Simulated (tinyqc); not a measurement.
Rutherford backscattering from a thin compound film on silicon: kinematics, yields, composition and thickness: one step, computed by the program tinyqc.

Singly charged helium ions (Z1 = 2, M1 = 4.0026 u) enter at the tilt angle a1 to the normal and leave at a2 = |180 - theta - tilt| in the same plane. The film is A B_x.

Question. Kinematics. Kinematic factor K = [(sqrt(M^2 - M1^2 sin^2 theta) + M1 cos theta)/(M + M1)]^2. Surface edges lie at K E0; substrate silicon has M = 28.09 u. Mass resolution at M_A = resolution/(E0 dK/dM).

Inputs (values chosen for the exercise, modelled on a helium beam on SiGe):
```
quantity                    value     unit
beam energy E0                2.3      MeV
scattering angle theta        170  degrees
heavy element: mass M_A      72.6        u
light element: mass M_B     28.09        u
detector resolution (FWHM)     17      keV
```

Give: kinematic factors; surface edges; mass resolution at M_A.

Answer.

kinematic factors: A 0.8033, B 0.5658, Si 0.5658

surface edges (keV): A 1847, B 1301, Si 1301

mass resolution at M_A = 3.043 u

K flattens for heavy targets, so masses within 3.0 u of A cannot be told apart.
